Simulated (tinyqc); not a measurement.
## Access strength from the read disturbance

Inverse problem. Transistor (EKV form, voltages against the body): I = 2 n b Vt^2 [F(vp - Vs) - F(vp - Vd)] from drain to source, F(v) = ln^2(1 + exp(v/(2 Vt))), vp = (Vg - VT + sg |Vd - Vs|)/n. n-channel bodies are at 0; for the p-channel device all voltages are counted down from Vdd. b in uA/V^2 gives I in uA. In an SRAM read the low node Q obeys In(gate QB, drain Q) = Ip(gate QB, drain Q) + Ia, where the access transistor (threshold VTn) has its gate and drain at Vdd and its source at Q. Find Ia, ba and the cell ratio bn/ba.

Inputs (values chosen for the exercise):
- T = 300 K (temperature)
- Vdd = 1.2 V (supply voltage)
- n = 1.3 (slope factor)
- sg = 0.088 (drain-induced barrier lowering)
- VTn = 0.43 V (n-channel threshold)
- VTp = 0.44 V (p-channel threshold (magnitude))
- bn = 270 uA/V^2 (gain factor of the pull-down transistor)
- bp = 130 uA/V^2 (gain factor of the pull-up transistor)

Constants: q = 1.602176634e-19 C, kB = 1.380649e-23 J/K, Vt = kB T/q. Results are converted to the units shown.

Q and QB in the read (V): [0.18211759, 1.1999193]

Answer. The node equation gives Ia, which is proportional to ba.

Ia = 32.8 uA
ba = 220 uA/V^2
cell ratio = 1.23

Computed by the program tinyqc: `OMP_NUM_THREADS=1 python tinyqc.py 2340098 2340099 out.jsonl`, one thread of a shared Intel Xeon 2.30GHz, about 0.1 s for the whole run.
